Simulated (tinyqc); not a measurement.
## Depth and level of a trap from the time ratio

Question. For an oxide trap tc/te = exp(E/Vt) with E = E0 - dpsi - (xt/tox)(Vg - VT - dpsi), dpsi being the rise of the surface potential above its value at threshold. Find xt and E0, and the depth that would be read if dpsi were ignored.

Inputs (values chosen for the exercise):
- T = 200 K (temperature)
- tox = 2 nm (insulator thickness)

Constants: q = 1.602176634e-19 C, kB = 1.380649e-23 J/K, Vt = kB T/q. Results are converted to the units shown.

Vg - VT (V): [0.3, 0.45]
tc/te: [2.8405882, 0.12925999]
dpsi (V): [0.052951200, 0.060677811]

Answer. E + dpsi is a straight line in the oxide voltage Vg - VT - dpsi with slope -xt/tox and intercept E0. Ignoring dpsi assigns the motion of the bands to the trap and overstates its depth.

xt = 0.6400 nm
E0 = 0.1500 eV
depth read without dpsi = 0.7101 nm

Program tinyqc, `OMP_NUM_THREADS=1 python tinyqc.py 2710087 2710088 out.jsonl`; Intel Xeon 2.30GHz, shared host, one thread, about 0.01 s.
